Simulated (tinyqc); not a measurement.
Worked calculation: spherical quantum dot. Values are carried at full precision from step to step, so a last printed digit may differ when a step is redone from the rounded ones.

With hard walls E = c (x/R)^2/mw, x a zero of j_l: 1s 3.141593; 2s 6.283185; 1p 4.493409; 2p 7.725252; 1d 5.763459; 2d 9.095011; 1f 6.987932; 2f 10.417119.

Constants: hbar^2/2m0 = 3.80998211 eV angstrom^2; e^2/(4 pi eps0) = 14.39964547 eV angstrom; Ry = 13.60569312 eV; a0 (Bohr radius) = 0.5291772105 angstrom; hc = 1239.841984 eV nm.

Parameters, chosen for this exercise (near those of a Si dot in SiO2, with the mean mass 3/(2/mt + 1/ml) for all six valleys; shifted at random, so the results belong to these values and not to a real crystal):
```
symbol  value   unit      meaning
R       14      angstrom  radius
mw      0.256   m0        mass inside
V0      3.182   eV        barrier height
mb      0.505   m0        mass outside
E       0.4496  eV        trial energy
Eg      1.115   eV        bulk gap
mh      0.33    m0        hole mass
eps     11.6              dielectric constant inside
eps_o   2.2               dielectric constant of the oxide
```

## Hard-wall levels

The six lowest of these, with their orbital degeneracy; c = hbar^2/2m0.

Hard walls:
```
state  degeneracy       x  E (eV)
1s              1  3.1416  0.7494
1p              3  4.4934  1.5331
1d              5  5.7635  2.5223
2s              1  6.2832  2.9977
1f              7  6.9879  3.7079
2p              3  7.7253  4.5316
```

Shells close, with spin and per valley, at 2, 8, 18, 20 electrons; levels above about 0.3 eV are beyond a parabolic mass, and anisotropic valleys split the shells. The real barrier, V0 = 3.182 eV, lies below 2 values at the end of the list.

## The matching condition at a trial energy

A sphere of radius R, isotropic masses, c = hbar^2/2m0, k = sqrt(mw E/c), kappa = sqrt(mb (V0 - E)/c). State n l is the spherical Bessel function j_l(k r) inside and k_l(kappa r) outside; psi and psi'/m are continuous: (k/mw) j_l'(kR)/j_l(kR) = (kappa/mb) k_l'(kappa R)/k_l(kappa R). For l = 0 this reads kR cot(kR) = 1 - (mw/mb)(1 + kappa R).

Both sides for the lowest state, in the form for l = 0.

k R = 2.4333
kappa R = 8.4253
left side = -2.8409
right side = -3.7780

The left side falls with E and the right side rises; here the left is the larger, so the level lies above the trial energy.

## Bound levels

All roots below V0 for angular numbers 0 to 3, two each at most; the last column is the ratio to the hard-wall level.

Finite barrier:
```
state  degeneracy  E (eV)     k R  E/E(hard)
1s              1  0.4917  2.5447      0.656
1p              3  1.0096  3.6464      0.659
1d              5  1.6563  4.6704      0.657
2s              1  2.0026  5.1356      0.668
1f              7  2.4076  5.6309      0.649
2p              3  2.9732  6.2575      0.656
```

6 levels of these are bound; the lowest reaches 66 % of its hard-wall value.

## Lowest optical transition

Brus estimate with the correlation term of Kayanuma, both carriers between hard walls (the gap is indirect in the bulk, which the estimate ignores): E = Eg + c (pi/R)^2 (1/mw + 1/mh) - 1.786 q/(eps R) - 0.248 Ry*, with q = e^2/(4 pi eps0), Ry* = Ry mu/eps^2, 1/mu = 1/mw + 1/mh, a* = a0 eps/mu, c = hbar^2/2m0. It assumes R below about a*.

Give the terms and the wavelength hc/E.

mu = 0.1442 m0
a* = 42.6 angstrom

confinement, Coulomb and correlation terms (eV): 1.3308  -0.1584  -0.0036

E = 2.2838 eV
wavelength = 542.9 nm

R/a* = 0.33: strong confinement, as the formula assumes. For the electron, hard walls give 258 meV more than the finite barrier.

## Charging energy

Two electrons in the hard-wall 1s state repel by U = 1.786 q/(eps R) + q (1/eps_o - 1/eps)/R, the second term from the polarisation of the surface; q = e^2/(4 pi eps0). The addition energies are U for the second electron and U + E(1p) - E(1s) for the third, with U taken as constant and hard-wall levels.

direct term = 158.4 meV
polarisation term = 378.9 meV

addition energies (meV): 537.2  1320.9

## Checks

- Lowest level by radial finite differences against the matching condition, eV: both 0.4917.

Run: tinyqc, `OMP_NUM_THREADS=1 python tinyqc.py 1250741 1250742 out.jsonl`; Intel(R) Xeon(R) Processor @ 2.30GHz, one thread, shared host; about 0.03 s of CPU time with all checks.
